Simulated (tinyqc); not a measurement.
Inside a calculation. Method: UHF in the sto-3g basis, for BeH2, spin multiplicity 1. One step of it, computed by the program tinyqc.

Problem. Iteration 2: building the Fock matrix. J_ij = sum D_kl (ij|kl) with D = D(alpha) + D(beta), K_ij = sum D_kl (ik|jl) for each spin; F = H + J - K(s); E = tr D H + tr D J / 2 - 0.5 sum_s tr D(s) K(s) + E_nn.

D(alpha) after iteration 1, order 1Be 1s, 1Be 2s, 1Be 2px, 1Be 2py, 1Be 2pz, 2H 1s, 3H 1s:
$$\begin{pmatrix}
1.028357 & -0.077195 & -0.071590 & 0.000000 & -0.004349 & -0.082812 & -0.082812 \\
-0.077195 & 0.271362 & 0.179632 & 0.000000 & 0.010764 & 0.191365 & 0.191365 \\
-0.071590 & 0.179632 & 0.119327 & 0.000000 & 0.007152 & 0.127255 & 0.127255 \\
0.000000 & 0.000000 & 0.000000 & 0.280517 & 0.000000 & 0.203685 & -0.203685 \\
-0.004349 & 0.010764 & 0.007152 & 0.000000 & 0.000429 & 0.007627 & 0.007627 \\
-0.082812 & 0.191365 & 0.127255 & 0.203685 & 0.007627 & 0.283649 & -0.012146 \\
-0.082812 & 0.191365 & 0.127255 & -0.203685 & 0.007627 & -0.012146 & 0.283649
\end{pmatrix}$$

D(beta) after iteration 1, order 1Be 1s, 1Be 2s, 1Be 2px, 1Be 2py, 1Be 2pz, 2H 1s, 3H 1s:
$$\begin{pmatrix}
1.028357 & -0.077195 & 0.071590 & 0.000000 & -0.004349 & -0.082812 & -0.082812 \\
-0.077195 & 0.271362 & -0.179632 & 0.000000 & 0.010764 & 0.191365 & 0.191365 \\
0.071590 & -0.179632 & 0.119327 & 0.000000 & -0.007152 & -0.127255 & -0.127255 \\
0.000000 & 0.000000 & 0.000000 & 0.280517 & 0.000000 & 0.203685 & -0.203685 \\
-0.004349 & 0.010764 & -0.007152 & 0.000000 & 0.000429 & 0.007627 & 0.007627 \\
-0.082812 & 0.191365 & -0.127255 & 0.203685 & 0.007627 & 0.283649 & -0.012146 \\
-0.082812 & 0.191365 & -0.127255 & -0.203685 & 0.007627 & -0.012146 & 0.283649
\end{pmatrix}$$

core Hamiltonian H = T + V (hartree), order 1Be 1s, 1Be 2s, 1Be 2px, 1Be 2py, 1Be 2pz, 2H 1s, 3H 1s:
$$\begin{pmatrix}
-8.676879 & -2.142404 & 0.000000 & 0.000000 & -0.001476 & -0.624359 & -0.624359 \\
-2.142404 & -2.854207 & 0.000000 & 0.000000 & -0.011895 & -1.348119 & -1.348119 \\
0.000000 & 0.000000 & -2.306154 & 0.000000 & 0.000000 & 0.000000 & 0.000000 \\
0.000000 & 0.000000 & 0.000000 & -2.546526 & 0.000000 & -1.366952 & 1.366952 \\
-0.001476 & -0.011895 & 0.000000 & 0.000000 & -2.306521 & -0.054853 & -0.054853 \\
-0.624359 & -1.348119 & 0.000000 & -1.366952 & -0.054853 & -2.274017 & -0.149997 \\
-0.624359 & -1.348119 & 0.000000 & 1.366952 & -0.054853 & -0.149997 & -2.274017
\end{pmatrix}$$

Two-electron integrals (ij|kl) in chemists' order, unique and non-zero (hartree):
```
(11|11) 2.298831    (21|11) 0.392036    (21|21) 0.079539    (22|11) 0.570988
(22|21) 0.143041    (22|22) 0.417683    (31|31) 0.014607    (32|31) 0.021888
(32|32) 0.092265    (33|11) 0.569578    (33|21) 0.143083    (33|22) 0.417589
(33|33) 0.449859    (41|41) 0.014607    (42|41) 0.021888    (42|42) 0.092265
(43|43) 0.024249    (44|11) 0.569578    (44|21) 0.143083    (44|22) 0.417589
(44|33) 0.401360    (44|44) 0.449859    (51|51) 0.014607    (52|51) 0.021888
(52|52) 0.092265    (53|53) 0.024249    (54|54) 0.024249    (55|11) 0.569578
(55|21) 0.143083    (55|22) 0.417589    (55|33) 0.401360    (55|44) 0.401360
(55|55) 0.449859    (61|11) 0.111936    (61|21) 0.022682    (61|22) 0.041047
(61|33) 0.040745    (61|41) 0.002047    (61|42) 0.003803    (61|44) 0.041672
(61|51) 0.000080    (61|52) 0.000148    (61|54) 0.000036    (61|55) 0.040747
(61|61) 0.006796    (62|11) 0.236391    (62|21) 0.059898    (62|22) 0.186352
(62|33) 0.179717    (62|41) 0.007881    (62|42) 0.045386    (62|44) 0.199426
(62|51) 0.000308    (62|52) 0.001772    (62|54) 0.000770    (62|55) 0.179747
(62|61) 0.018852    (62|62) 0.117164    (63|31) 0.005927    (63|32) 0.026601
(63|43) 0.008183    (63|53) 0.000320    (63|63) 0.011816    (64|11) 0.241486
(64|21) 0.062008    (64|22) 0.202503    (64|33) 0.190555    (64|41) 0.012971
(64|42) 0.071204    (64|44) 0.226158    (64|51) 0.000275    (64|52) 0.001742
(64|54) 0.001071    (64|55) 0.190585    (64|61) 0.020554    (64|62) 0.145744
(64|64) 0.188927    (65|11) 0.009430    (65|21) 0.002421    (65|22) 0.007908
(65|33) 0.007441    (65|41) 0.000275    (65|42) 0.001742    (65|44) 0.008193
(65|51) 0.005937    (65|52) 0.026669    (65|54) 0.008212    (65|55) 0.008082
(65|61) 0.000803    (65|62) 0.005691    (65|64) 0.006916    (65|65) 0.012086
(66|11) 0.400542    (66|21) 0.103407    (66|22) 0.357209    (66|33) 0.331337
(66|41) 0.017171    (66|42) 0.122953    (66|44) 0.408535    (66|51) 0.000671
(66|52) 0.004801    (66|54) 0.003015    (66|55) 0.331455    (66|61) 0.033677
(66|62) 0.277020    (66|64) 0.368020    (66|65) 0.014371    (66|66) 0.774606
(71|11) 0.111936    (71|21) 0.022682    (71|22) 0.041047    (71|33) 0.040745
(71|41) -0.002047   (71|42) -0.003803   (71|44) 0.041672    (71|51) 0.000080
(71|52) 0.000148    (71|54) -0.000036   (71|55) 0.040747    (71|61) 0.006186
(71|62) 0.015905    (71|64) 0.015748    (71|65) 0.000680    (71|66) 0.026947
(71|71) 0.006796    (72|11) 0.236391    (72|21) 0.059898    (72|22) 0.186352
(72|33) 0.179717    (72|41) -0.007881   (72|42) -0.045386   (72|44) 0.199426
(72|51) 0.000308    (72|52) 0.001772    (72|54) -0.000770   (72|55) 0.179747
(72|61) 0.015905    (72|62) 0.065026    (72|64) 0.063388    (72|65) 0.003107
(72|66) 0.114879    (72|71) 0.018852    (72|72) 0.117164    (73|31) 0.005927
(73|32) 0.026601    (73|43) -0.008183   (73|53) 0.000320    (73|63) 0.005413
(73|73) 0.011816    (74|11) -0.241486   (74|21) -0.062008   (74|22) -0.202503
(74|33) -0.190555   (74|41) 0.012971    (74|42) 0.071204    (74|44) -0.226158
(74|51) -0.000275   (74|52) -0.001742   (74|54) 0.001071    (74|55) -0.190585
(74|61) -0.015748   (74|62) -0.063388   (74|64) -0.058390   (74|65) -0.002978
(74|66) -0.109164   (74|71) -0.020554   (74|72) -0.145744   (74|74) 0.188927
(75|11) 0.009430    (75|21) 0.002421    (75|22) 0.007908    (75|33) 0.007441
(75|41) -0.000275   (75|42) -0.001742   (75|44) 0.008193    (75|51) 0.005937
(75|52) 0.026669    (75|54) -0.008212   (75|55) 0.008082    (75|61) 0.000680
(75|62) 0.003107    (75|64) 0.002978    (75|65) 0.005558    (75|66) 0.005642
(75|71) 0.000803    (75|72) 0.005691    (75|74) -0.006916   (75|75) 0.012086
(76|11) 0.025534    (76|21) 0.006306    (76|22) 0.017661    (76|33) 0.017369
(76|44) 0.018231    (76|51) 0.000062    (76|52) 0.000292    (76|55) 0.017376
(76|61) 0.001818    (76|62) 0.008094    (76|64) 0.008944    (76|65) 0.000428
(76|66) 0.015957    (76|71) 0.001818    (76|72) 0.008094    (76|74) -0.008944
(76|75) 0.000428    (76|76) 0.000763    (77|11) 0.400542    (77|21) 0.103407
(77|22) 0.357209    (77|33) 0.331337    (77|41) -0.017171   (77|42) -0.122953
(77|44) 0.408535    (77|51) 0.000671    (77|52) 0.004801    (77|54) -0.003015
(77|55) 0.331455    (77|61) 0.026947    (77|62) 0.114879    (77|64) 0.109164
(77|65) 0.005642    (77|66) 0.202534    (77|71) 0.033677    (77|72) 0.277020
(77|74) -0.368020   (77|75) 0.014371    (77|76) 0.015957    (77|77) 0.774606
```

nuclear repulsion = 3.44164021 hartree

Give: Coulomb J; exchange K(alpha); exchange K(beta); F(alpha); F(beta); total energy of this density.

Solution.

Coulomb J (hartree), order 1Be 1s, 1Be 2s, 1Be 2px, 1Be 2py, 1Be 2pz, 2H 1s, 3H 1s:
$$\begin{pmatrix}
6.508 & 1.269 & 0.000 & 0.000 & 0.003 & 0.365 & 0.365 \\
1.269 & 2.684 & 0.000 & 0.000 & 0.016 & 1.244 & 1.244 \\
0.000 & 0.000 & 2.621 & 0.000 & 0.000 & 0.000 & 0.000 \\
0.000 & 0.000 & 0.000 & 2.812 & 0.000 & 1.380 & -1.380 \\
0.003 & 0.016 & 0.000 & 0.000 & 2.610 & 0.057 & 0.057 \\
0.365 & 1.244 & 0.000 & 1.380 & 0.057 & 2.517 & 0.118 \\
0.365 & 1.244 & 0.000 & -1.380 & 0.057 & 0.118 & 2.517
\end{pmatrix}$$

exchange K(alpha) (hartree), order 1Be 1s, 1Be 2s, 1Be 2px, 1Be 2py, 1Be 2pz, 2H 1s, 3H 1s:
$$\begin{pmatrix}
2.317 & 0.411 & 0.000 & 0.000 & 0.000 & 0.121 & 0.121 \\
0.411 & 0.435 & 0.132 & 0.000 & 0.015 & 0.305 & 0.305 \\
0.000 & 0.132 & 0.129 & 0.000 & 0.005 & 0.080 & 0.080 \\
0.000 & 0.000 & 0.000 & 0.509 & 0.000 & 0.348 & -0.348 \\
0.000 & 0.015 & 0.005 & 0.000 & 0.079 & 0.014 & 0.014 \\
0.121 & 0.305 & 0.080 & 0.348 & 0.014 & 0.560 & 0.014 \\
0.121 & 0.305 & 0.080 & -0.348 & 0.014 & 0.014 & 0.560
\end{pmatrix}$$

exchange K(beta) (hartree), order 1Be 1s, 1Be 2s, 1Be 2px, 1Be 2py, 1Be 2pz, 2H 1s, 3H 1s:
$$\begin{pmatrix}
2.317 & 0.411 & 0.000 & 0.000 & 0.000 & 0.121 & 0.121 \\
0.411 & 0.435 & -0.132 & 0.000 & 0.015 & 0.305 & 0.305 \\
0.000 & -0.132 & 0.129 & 0.000 & -0.005 & -0.080 & -0.080 \\
0.000 & 0.000 & 0.000 & 0.509 & 0.000 & 0.348 & -0.348 \\
0.000 & 0.015 & -0.005 & 0.000 & 0.079 & 0.014 & 0.014 \\
0.121 & 0.305 & -0.080 & 0.348 & 0.014 & 0.560 & 0.014 \\
0.121 & 0.305 & -0.080 & -0.348 & 0.014 & 0.014 & 0.560
\end{pmatrix}$$

F(alpha) (hartree), order 1Be 1s, 1Be 2s, 1Be 2px, 1Be 2py, 1Be 2pz, 2H 1s, 3H 1s:
$$\begin{pmatrix}
-4.486 & -1.285 & 0.000 & 0.000 & 0.001 & -0.381 & -0.381 \\
-1.285 & -0.605 & -0.132 & 0.000 & -0.011 & -0.409 & -0.409 \\
0.000 & -0.132 & 0.186 & 0.000 & -0.005 & -0.080 & -0.080 \\
0.000 & 0.000 & 0.000 & -0.244 & 0.000 & -0.335 & 0.335 \\
0.001 & -0.011 & -0.005 & 0.000 & 0.225 & -0.012 & -0.012 \\
-0.381 & -0.409 & -0.080 & -0.335 & -0.012 & -0.316 & -0.046 \\
-0.381 & -0.409 & -0.080 & 0.335 & -0.012 & -0.046 & -0.316
\end{pmatrix}$$

F(beta) (hartree), order 1Be 1s, 1Be 2s, 1Be 2px, 1Be 2py, 1Be 2pz, 2H 1s, 3H 1s:
$$\begin{pmatrix}
-4.486 & -1.285 & 0.000 & 0.000 & 0.001 & -0.381 & -0.381 \\
-1.285 & -0.605 & 0.132 & 0.000 & -0.011 & -0.409 & -0.409 \\
0.000 & 0.132 & 0.186 & 0.000 & 0.005 & 0.080 & 0.080 \\
0.000 & 0.000 & 0.000 & -0.244 & 0.000 & -0.335 & 0.335 \\
0.001 & -0.011 & 0.005 & 0.000 & 0.225 & -0.012 & -0.012 \\
-0.381 & -0.409 & 0.080 & -0.335 & -0.012 & -0.316 & -0.046 \\
-0.381 & -0.409 & 0.080 & 0.335 & -0.012 & -0.046 & -0.316
\end{pmatrix}$$

total energy of this density = -15.49493 hartree
